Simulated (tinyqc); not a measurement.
Thermal and gravitational stress in a wafer during furnace and rapid thermal processing, and the onset of slip: one step, computed by the program tinyqc.

A thin free disc in plane stress, isotropic; T(r) = T_centre + dT (r/R)^n. Stress is positive in tension; sigma_SB = 5.670374419e-8 W/(m^2 K^4), g = 9.80665 m/s^2.

Problem. Slip criterion. With x = r/R: s_rr = alpha E dT (1 - x^n)/(n + 2), s_tt = alpha E dT [1 - (n + 1) x^n]/(n + 2). Critical resolved stress tau_c = A exp(U/(k_B T)), a form chosen for the exercise; slip when 0.492799 |s_tt(R)| > tau_c; allowed |dT| = tau_c (n + 2)/(0.492799 n alpha E).

Inputs (values chosen for the exercise, modelled on silicon):

| quantity | value | unit |
|---|---|---|
| Young's modulus E | 145 | GPa |
| expansion alpha | 4.48 | 1e-6/K |
| edge less centre temperature dT | -24 | K |
| exponent n of the profile | 16 | - |
| temperature T | 1275 | K |
| prefactor A of the critical stress | 0.00037 | MPa |
| energy U of the critical stress | 0.997 | eV |

Temperature profile: edge zone, power law.

hoop stress at the edge = 13.85813 MPa

Constants: k_B = 8.617333262e-05 eV/K.

Give: critical stress tau_c; resolved over critical stress; allowed |dT|.

Solution.

critical stress tau_c = 3.229 MPa

resolved over critical stress = 2.115

allowed |dT| = 11.35 K

Slip is expected.
